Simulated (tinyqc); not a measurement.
Worked calculation: LCCD on RHF in the 6-31g basis, for He, spin multiplicity 1. One step of it, computed by the program tinyqc.

Question. Iteration 4 (converged): orbitals. Diagonalise F' = X^T F X, C = X C', fill 1 alpha and 1 beta electrons from the bottom; D = 2 C_occ C_occ^T. Each column has its largest component positive (the first on a tie).

converged F (hartree), order 1He 1s, 1He 2s:
$$\begin{pmatrix}
-0.549218 & -1.000372 \\
-1.000372 & -0.429150
\end{pmatrix}$$

X, order 1He 1s, 1He 2s:
$$\begin{pmatrix}
1.217774 & -0.435508 \\
-0.435508 & 1.217774
\end{pmatrix}$$

Give: F' = X^T F X; orbital energies; coefficients C; D after iteration 4.

Answer.

F' = X^T F X (hartree):
$$\begin{pmatrix}
0.165 & -1.154 \\
-1.154 & 0.321
\end{pmatrix}$$

orbital energies (hartree): MO1 -0.914, MO2 1.400

coefficients C, order 1He 1s, 1He 2s:
$$\begin{pmatrix}
0.592 & -1.150 \\
0.514 & 1.187
\end{pmatrix}$$

D after iteration 4, order 1He 1s, 1He 2s:
$$\begin{pmatrix}
0.701 & 0.608 \\
0.608 & 0.528
\end{pmatrix}$$
